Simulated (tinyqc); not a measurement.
# Square on-chip spiral inductor, lumped pi model: effect of the substrate resistivity

Outer diameter do = di + 2 n wd + 2 (n - 1) sp, mean da = (do + di)/2, fill p = (do - di)/(do + di), length l = 4 n da. L = 2.34 mu0 n^2 da/(1 + 2.75 p), mu0 = 4 pi 1e-7 H/m. Rs = rho l/(wd delta (1 - exp(-th/delta))), delta = sqrt(rho/(pi f mu0)). Cs = n wd^2 eps0 eo/hu across the coil. At each end Cox = l wd eps0 eo/(2 ho) leads to the substrate branch Rsi = 2 rs he/(l wd) in parallel with Csi = l wd eps0 11.7/(2 he). With one end grounded Y = 1/(Rs + i w L) + i w Cs + 1/[1/(i w Cox) + 1/(1/Rsi + i w Csi)], w = 2 pi f; Q = -Im Y/Re Y. Eddy currents in neighbouring turns and in the substrate are left out.

Peak Q and its frequency from a search over f; self-resonance where Im Y = 0; Q at the given f (negative beyond resonance).

Values chosen for this exercise; values of the order met in silicon radio-frequency processes:

| symbol | value | unit | meaning |
|---|---|---|---|
| n | 3.5 |  | number of turns |
| wd | 10 | um | line width |
| sp | 3 | um | space between turns |
| di | 100 | um | inner diameter |
| th | 2 | um | metal thickness |
| rho | 1.9 | uohm cm | metal resistivity |
| ho | 8.6 | um | oxide below the coil |
| hu | 0.8 | um | oxide between coil and underpass |
| eo | 4.1 |  | relative permittivity of the oxide |
| he | 80 | um | effective spreading depth in the substrate |
| f | 5.5 | GHz | frequency |

Constants: eps0 = 8.8541878128e-12 F/m. Results are converted to the units shown.

The same in every row: L (nH) = 2.820; do (um) = 185.0.

Effect of the substrate resistivity:
```
rs (ohm cm),peak Q,f of the peak (GHz),self-resonance (GHz),Q at f
0.1,16.49,5.603,12.44,16.48
1,13.95,4.199,12.85,12.74
3,12.23,3.463,15.37,9.324
10,11.03,3.234,18.24,9.075
30,13.08,4.935,18.62,13.01
100,17.34,6.971,18.66,16.83
1000,21.38,8.665,18.67,19.08
10000,22.00,8.911,18.67,19.34
```

What does the table show?

As rs goes from 0.1 to 10000, L stays at 2.82 nH, the peak Q goes from 16.5 through a minimum of 11.0 (at rs = 10 among the rows listed) to 22.0, its frequency goes from 5.60 through a minimum of 3.23 (at rs = 10 among the rows listed) to 8.91 GHz and the self-resonance rises from 12.4 to 18.7 GHz. In this model both a very low and a very high resistivity dissipate little: the first shorts the branch to a pure Cox, the second blocks the current. For rs = 0.1, 1 eddy currents in the substrate, left out, would lower Q markedly.

Computed by the program tinyqc: `OMP_NUM_THREADS=1 python tinyqc.py 2302011 2302012 out.jsonl`, one thread of a shared Intel Xeon 2.30GHz, about 0.01 s for the whole run.
